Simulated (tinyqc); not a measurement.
Raising U: Hubbard chain of 4 sites, mean field against exact. Computed by the program tinyqc. Collinear unrestricted mean field (the lowest of 40 random starts) against exact diagonalisation.

one-body matrix (hopping and site energies) (eV):
```
         1        2        3        4
1  -0.1700  -1.0900   0.0000   0.0000
2  -1.0900   0.5700  -1.0900   0.0000
3   0.0000  -1.0900   0.5800  -1.0900
4   0.0000   0.0000  -1.0900   0.4700
```

electrons, up and down: 2  1

Exact and mean-field results (eV):
```
U            U/t    E exact  E mean field  mean |n_up - n_down|  double occupancy, exact  first gap in the sector
0.5500    0.5046  -2.876652     -2.863000                0.2512                   0.1103                   0.9413
1.0900    1.0000  -2.654329     -2.602379                0.2682                   0.0958                   0.9235
2.1800    2.0000  -2.293445     -2.111526                0.3277                   0.0709                   0.8355
3.2700    3.0000  -2.027208     -1.705656                0.4157                   0.0523                   0.7295
4.3600    4.0000  -1.829800     -1.411644                0.5173                   0.0390                   0.6336
6.5400    6.0000  -1.566579     -1.053407                0.6255                   0.0231                   0.4883
8.7200    8.0000  -1.404513     -0.916998                0.7305                   0.0149                   0.3914
21.8000  20.0000  -1.059151     -0.754273                0.7469                   0.0029                   0.1722
```

Estimate the missing row, U = 13.08.

Computed row:
```
U            U/t    E exact  E mean field  mean |n_up - n_down|  double occupancy, exact  first gap in the sector
13.0800  12.0000  -1.220732     -0.826967                0.7414                   0.0074                   0.2765
```

In absolute terms mean field is worst at U/t = 6.0, 0.513 eV too high: at small U it is nearly exact, and at large U it still misses the motion of the hole through a fluctuating spin background. Relative to the exact energy its error is 0.5 % at the smallest U, 35 % at most and 29 % at the largest. The double occupancy falls from 0.110 to 0.003.
